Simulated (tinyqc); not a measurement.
# p-i-n junction, non-linear Poisson equation by Newton steps: effects of single changes

One dimension, p side on the left, n side on the right; net doping C = -Na for x < 0, 0 for 0 < x < Li and +Nd beyond. The potential psi is counted from the intrinsic level, and the quasi-Fermi potentials are flat: 0 for holes and -V for electrons, so n = ni exp((psi + V)/Vt) and p = ni exp(-psi/Vt) (Boltzmann statistics, full ionisation, no current).

Parameters, values chosen for the exercise; band and dielectric values close to those of cadmium telluride:
- T = 293 K (temperature)
- Eg = 1.49 eV (band gap)
- eps_r = 10.2 (relative permittivity)
- Nc = 7.82e17 cm^-3 (conduction-band density of states at T)
- Nv = 1.74e19 cm^-3 (valence-band density of states at T)
- Na = 3.1e16 cm^-3 (acceptor density of the p side)
- Nd = 1.2e17 cm^-3 (donor density of the n side)
- V = -0.5 V (bias of the p side against the n side)
- Li = 160 nm (width of the undoped layer, from x = 0 to Li)

Constants: q = 1.602176634e-19 C, kB = 1.380649e-23 J/K, Vt = kB T/q, eps0 = 8.8541878128e-14 F/cm where lengths are in cm. Results are converted to the units shown.

Each table varies one quantity; the others keep the values above.

## Capacitance and field against bias

The Poisson equation d/dx(eps0 eps_r dpsi/dx) = -q (p - n + C) is solved on a mesh of more than 1000 nodes that ends in neutral material (psi_p = -Vt ln(Na/ni), psi_n = Vt ln(Nd/ni) - V). C_j = q d/dV of the integral of p over x, from the linearised equation. ni = sqrt(Nc Nv) exp(-Eg/(2 Vt)), Eg in volts. Depletion approximation: Vbi = Vt ln(Na Nd/ni^2), W = sqrt(2 eps0 eps_r (Vbi - V)(1/Na + 1/Nd)/q), xp = W Nd/(Na + Nd), xn = W Na/(Na + Nd), peak field 2 (Vbi - V)/W, capacitance eps0 eps_r/W. The last column applies it to an abrupt Na-Nd junction.

Capacitance and field against bias:
```
V (V)  peak |E| (kV/cm)  C_j (nF/cm^2)  1/C_j^2 (cm^4/uF^2)  eps0 eps_r/C_j (nm)  abrupt depletion C (nF/cm^2)
0.19              48.85          33.40                896.5                270.4                         40.38
-0.17             61.12          30.15                 1100                299.6                         35.03
-0.54             72.86          27.65                 1308                326.6                         31.27
-0.91             83.75          25.68                 1516                351.6                         28.51
-1.27             93.67          24.13                 1718                374.3                         26.42
-1.64             103.3          22.79                 1925                396.3                         24.69
-2                112.1          21.68                 2127                416.6                         23.30
```

What does the table show?

With V going from 0.19 to -2 V, C_j falls from 33.4 to 21.7 nF/cm^2 and the peak field rises from 48.8 to 112 kV/cm. The slope of 1/C_j^2, read as N = 2/(q eps0 eps_r |slope|), gives 2.44e16 cm^-3 between the first two rows and 2.46e16 cm^-3 between the last two, against Na Nd/(Na + Nd) = 2.46e16 cm^-3; the slopes of all rows agree within 0.9 %, as for uniform doping at both edges. At the end C_j goes as (Vbi - V)^(-0.43) with Vbi = 1.28 V, and it is 7.0 % below the abrupt depletion formula (at the first row 17 % below it).

## Effect of the width of the undoped layer

Same model as above.

The abrupt values quoted are those of these depletion formulas.

Result of one run:
```
Li (nm)  peak |E| (kV/cm)  C_j (nF/cm^2)  eps0 eps_r/C_j (nm)
28                    111           31.9                  283
```

What becomes of these results when the width of the undoped layer, from x = 0 to Li Li is changed from 28 to 40 nm, all else the same?

Result of the changed run:
```
Li (nm)  peak |E| (kV/cm)  C_j (nF/cm^2)  eps0 eps_r/C_j (nm)
40                    107           31.8                  284
```

The whole series:
```
Li (nm)  peak |E| (kV/cm)  C_j (nF/cm^2)  eps0 eps_r/C_j (nm)
20                    115           32.0                  282
28                    111           31.9                  283
40                    107           31.8                  284
57                    101           31.4                  287
80                   93.0           30.9                  293
110                  84.0           29.9                  302
160                  71.6           27.9                  324
```

As Li grows from 20 to 160 nm, the peak field falls from 115 to 71.6 kV/cm and C_j falls from 32.0 to 27.9 nF/cm^2. The abrupt depletion formulas give 125 kV/cm and W = 286 nm; the first row's field is 8.2 % below that and the last row's 43 % below it. The same voltage drops over a longer distance, so the field falls.

Computed by the program tinyqc: `OMP_NUM_THREADS=1 python tinyqc.py 2000088 2000089 out.jsonl`, one thread of a shared Intel Xeon 2.30GHz, about 0.07 s for the whole run.
